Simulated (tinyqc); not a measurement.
Sweep of a uniaxial [100] stress: deformation-potential model of the X valleys of a conduction band.

Valleys with axes along x, y and z, one whole valley each. Herring-Vogt shift of a valley with unit axis a: dE = Xd tr(e) + Xu a.e.a. Non-degenerate shares n_i = exp(-dE_i/kT)/sum_j exp(-dE_j/kT). Inverse mass tensor of a valley: (1 - a a)/mt + a a/ml; the masses are taken as independent of strain.

s11 = (C11 + C12)/((C11 - C12)(C11 + 2 C12)), s12 = -C12/((C11 - C12)(C11 + 2 C12)), s44 = 1/C44; exx = s11 sxx + s12 (syy + szz) and cyclic, exy = s44 sxy/2; tension is positive. A uniaxial stress X along the unit vector n is s_ij = X n_i n_j.

Constants: kB = 8.617333262e-05 eV/K.

Inputs chosen for the exercise (near those of GaP; shifted at random, so the results belong to these values and not to a real crystal):
- ml = 2.065 m0 (longitudinal mass)
- mt = 0.253 m0 (transverse mass)
- Xd = 1.41 eV (dilation potential)
- Xu = 6.67 eV (uniaxial potential)
- C11 = 132.5 GPa
- C12 = 61.4 GPa
- C44 = 70.6 GPa
- load = uniaxial [100] (kind of stress)
- T = 300 K (temperature)

m_c = 1/(u.M.u) along [110] with M = sum_i n_i (inverse mass tensor); gain against zero stress at a fixed scattering time.

Results:

| X (GPa) | spread (meV) | lowest edge (meV) | n x | n y | n z | m_c (m0) | gain (%) |
|---|---|---|---|---|---|---|---|
| -1.50 | 140.7 | -115.2 | 0.991 | 0.004 | 0.004 | 0.4493 | -20.4 |
| -0.75 | 70.4 | -57.6 | 0.884 | 0.058 | 0.058 | 0.4312 | -17.1 |
| 0.00 | 0.0 | 0.0 | 0.333 | 0.333 | 0.333 | 0.3576 | 0.0 |
| 0.30 | 28.1 | -5.1 | 0.144 | 0.428 | 0.428 | 0.3378 | 5.9 |
| 0.75 | 70.4 | -12.8 | 0.032 | 0.484 | 0.484 | 0.3270 | 9.3 |
| 1.50 | 140.7 | -25.6 | 0.002 | 0.499 | 0.499 | 0.3243 | 10.3 |

Give the missing row, X (GPa) = -0.30.

Computed row:
```
X (GPa)  spread (meV)  lowest edge (meV)    n x    n y    n z  m_c (m0)  gain (%)
-0.30            28.1              -23.0  0.598  0.201  0.201    0.3895      -8.2
```

Along [110] the gain is -20.4 % at -1.50 GPa and +10.3 % at 1.50 GPa. The slope at zero stress (from +/- 0.001 GPa), +25.0 % per GPa, carried to the ends would give -38 and +38 %; the response falls behind at both ends, as it saturates once the spread passes a few kT (kT = 25.9 meV, spread up to 141 meV).

tinyqc: `OMP_NUM_THREADS=1 python tinyqc.py 1050957 1050958 out.jsonl`; about 0.02 s, one thread, shared Intel(R) Xeon(R) Processor @ 2.30GHz.
